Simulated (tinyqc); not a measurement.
Self-heating of a transistor with one or more fingers, with temperature-dependent conductivity: one step, computed by the program tinyqc. Command: `OMP_NUM_THREADS=1 python tinyqc.py 3001060 3001061 out.jsonl selfheat walk`. One thread of a shared host (Intel(R) Xeon(R) Processor @ 2.30GHz), about 0.05 s of CPU time with the checks.

N long parallel fingers lie on the top face of a slab whose bottom is held at T_0; the top is otherwise insulated, and heat flows in two dimensions. P in W/mm is 1000 P in W/m.

Problem. Correction for the falling conductivity. Kirchhoff transformation for kappa = kappa_0 (T/T_0)^-m: T = T_0 [1 - (m - 1) theta/T_0]^(-1/(m - 1)), where theta is the linear rise. The bracket vanishes at the power P T_0/((m - 1) theta).

Inputs (values chosen for the exercise, modelled on gallium arsenide): exponent m in kappa ~ T^-m = 1.34; base temperature T_0 = 300 K; power per gate width P = 0.88 W/mm.

Power: power rises with temperature.

largest theta = 75.37536 K

Give: peak temperature; true rise; true rise / linear rise; power at which the formula diverges.

Solution.

peak temperature = 390.1 K

true rise = 90.11 K

true rise / linear rise = 1.195

power at which the formula diverges = 10.30 W/mm

The falling conductivity adds 19.5 % to the rise.
